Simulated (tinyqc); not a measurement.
Potential-pH (Pourbaix) lines of a metal, its cation, its oxide and an oxyanion, with a complexing ligand: one step, computed by the program tinyqc. Command: `OMP_NUM_THREADS=1 python tinyqc.py 3011356 3011357 out.jsonl pourb walk`. One thread of a shared host (Intel(R) Xeon(R) Processor @ 2.30GHz), about 0.02 s of CPU time with the checks.

Potentials are against the standard hydrogen electrode; solids and water have unit activity; dG_f of M, H+ and the electron is zero; F = e N_A and s = R T ln(10)/F. The cation carries z = 3.

Question. Mixed potential with oxygen reduction. Anodic i = i0a 10^((E - E_a)/b_a) with E_a the cation line with ligand; cathodic i = i0c 10^((E_c - E)/b_c) with E_c the oxygen line; supply caps the cathodic current, 1/i_c = 1/i(Tafel) + 1/i_L. E_corr makes the two currents equal. Without the cap it would be [b_c E_a + b_a E_c + b_a b_c log10(i0c/i0a)]/(b_a + b_c). Rate = i V_m/(z F). Films are left out.

Inputs (values chosen for the exercise, modelled on gallium):

| quantity | value | unit |
|---|---|---|
| temperature T | 298.15 | K |
| pH | 13 | - |
| limiting current density i_L | 5.7e-05 | A/cm^2 |
| molar volume V_m | 11.8 | cm^3/mol |

Species: M, M3+, M2O3, MO2(-).

exchange current densities, metal and cathodic (A/cm^2): 1.1e-06  8.5e-12

Tafel slopes, anodic and cathodic (mV/decade): 55  110

cation line with ligand = -0.7092438 V

oxygen line = 0.4598199 V

Constants: e = 1.602176634e-19 C; N_A = 6.02214076e+23 1/mol.

Give: E_corr without the cap; corrosion potential E_corr; corrosion current density; i/i_L; etch rate.

Answer.

E_corr without the cap = -0.5070 V

corrosion potential E_corr = -0.6150 V

corrosion current density = 5.694e-05 A/cm^2

i/i_L = 0.9989

etch rate = 1.393 nm/min

The current sits at the supply limit: stirring or more oxidant, not the ligand, sets the rate. Caution: other oxidation states, hydroxides and hydrides are left out, and the lines say nothing of rates. Caution: at this pH the oxyanion, not the cation, is the stable product, so this anodic line is not the one that acts.
